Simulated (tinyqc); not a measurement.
## Error from band bending against le

In A the levels shift by pb (1 - z/W)^2 for z < W. The signal from depth z is weighted by exp(-z/le)/le, so the centroid shifts by pb [1 - 2/a + (2/a^2)(1 - exp(-a))], a = W/le, and the error of iA against its value at the interface is that less pb.

Parameters, values chosen for the exercise:
- pb = -0.59 V (band bending in A at the interface)
- W = 84 nm (width of the bent region)

Result of one run:

| le (nm) | a | centroid shift (eV) | error (meV) |
|---|---|---|---|
| 9.1 | 9.2308 | -0.47601 | 113.99 |

What becomes of these results when the escape depth le is changed from 9.1 to 1.9 nm, all else the same?

Result of the changed run:

| le (nm) | a | centroid shift (eV) | error (meV) |
|---|---|---|---|
| 1.9 | 44.211 | -0.56391 | 26.087 |

The whole series:

| le (nm) | a | centroid shift (eV) | error (meV) |
|---|---|---|---|
| 0.5 | 168.00 | -0.58302 | 6.9820 |
| 1.9 | 44.211 | -0.56391 | 26.087 |
| 3.4 | 24.706 | -0.54417 | 45.829 |
| 4.8 | 17.500 | -0.52642 | 63.576 |
| 6.2 | 13.548 | -0.50933 | 80.667 |
| 7.7 | 10.909 | -0.49175 | 98.252 |
| 9.1 | 9.2308 | -0.47601 | 113.99 |
| 10.6 | 7.9245 | -0.45988 | 130.12 |
| 12 | 7.0000 | -0.44549 | 144.51 |

The size of the error rises from 6.98 to 145 meV; for large a it is 2 |pb|/a. It is below 50 meV, a typical accuracy of the method, in 3 of the 9 rows. Heavily doped substrates and deep-probing photons need the correction.

Numbers from tinyqc (`OMP_NUM_THREADS=1 python tinyqc.py 2410145 2410146 out.jsonl`; about 0.01 s on one thread of a shared Intel Xeon 2.30GHz).
